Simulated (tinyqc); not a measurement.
Bias-temperature instability from a Gaussian distribution of capture and emission barriers: one step, computed by the program tinyqc.

Each trap has a capture time tau_0 exp(E_c/(k_B T)) under stress and an emission time tau_0 exp(E_e/(k_B T)) after it. E_c is Gaussian, and E_e = E_c + d with d Gaussian and independent. A trap counts as filled once t_s exceeds its capture time and as emptied once t_r exceeds its emission time.

Question. Lifetime. Demarcation energies E_s = k_B T ln(t_s/tau_0), E_r = k_B T ln(t_r/tau_0); mean barrier mu = mu_c - k_F F; z = (E_s - mu)/sigma_c; Phi is the standard normal distribution. Temperatures in kelvin are T(C) + 273.15. Solve V_max Phi(z) = criterion for t_s; the power-law extrapolation from the stress point is t_s (criterion/dV0)^(1/n); 1 year = 3.15576e7 s.

Inputs (values chosen for the exercise, for a model p-channel transistor): shift with all traps filled V_max = 270 mV; spread of capture barriers sigma_c = 0.36 eV; time constant tau_0 = 4e-09 s; temperature T = 150 C; stress time t_s = 1000 s; failure criterion = 50 mV.

mean barrier mu = 1.5848 eV

shift without recovery dV0 = 10.95871 mV

time exponent n = 0.2176155

Constants: k_B = 8.617333262e-05 eV/K.

Give: log10 of the lifetime in s; log10 of the power-law estimate in s.

Answer.

log10 of the lifetime in s = 6.636

log10 of the power-law estimate in s = 6.029

The power law gives a time shorter by 0.61 decades, since n falls as traps fill; ten years is log10 = 8.50.
